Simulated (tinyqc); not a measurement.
Worked calculation: coherent transport through a tight-binding region between two chains. One step of it, computed by the program tinyqc.

Question. Transmission at E = 0.39 eV. Surface Green function g = (E - i sqrt(4 t^2 - E^2)) / (2 t^2); self-energy tc^2 g on each contact site; G = (E - H - Sigma)^(-1); Gamma = -2 Im Sigma; T = Gamma_L Gamma_R |G_LR|^2; local density of states -Im G_ii / pi.

H of the central region (eV):
$$\begin{pmatrix}
0.000000 & -1.190000 & 0.000000 & 0.000000 & 0.000000 \\
-1.190000 & 0.000000 & -1.190000 & 0.000000 & 0.000000 \\
0.000000 & -1.190000 & 0.000000 & -1.190000 & 0.000000 \\
0.000000 & 0.000000 & -1.190000 & 0.000000 & -1.830000 \\
0.000000 & 0.000000 & 0.000000 & -1.830000 & 0.000000
\end{pmatrix}$$

Leads: semi-infinite chains with site energy 0:
```
parameter                           value
lead hopping t (eV)              2.190000
coupling to the left lead (eV)   1.360000
coupling to the right lead (eV)  1.360000
left contact site                       1
right contact site                      5
```

E = 0.390000 eV

Give: g; G; local density of states; transmission.

Answer.

g = 0.041-0.455i 1/eV

G (1/eV):
$$\begin{pmatrix}
0.332-0.543i & 0.369-0.091i & -0.453+0.573i & -0.220-0.096i & 0.342-0.352i \\
0.369-0.091i & -0.162-0.237i & 0.525+0.169i & -0.010+0.181i & -0.339-0.148i \\
-0.453+0.573i & 0.525+0.169i & 0.281-0.628i & 0.224+0.037i & -0.230+0.400i \\
-0.220-0.096i & -0.010+0.181i & 0.224+0.037i & -0.063-0.193i & 0.415+0.017i \\
0.342-0.352i & -0.339-0.148i & -0.230+0.400i & 0.415+0.017i & 0.061-0.264i
\end{pmatrix}$$

local density of states (1/eV): [0.173, 0.075, 0.200, 0.062, 0.084]

transmission = 0.680
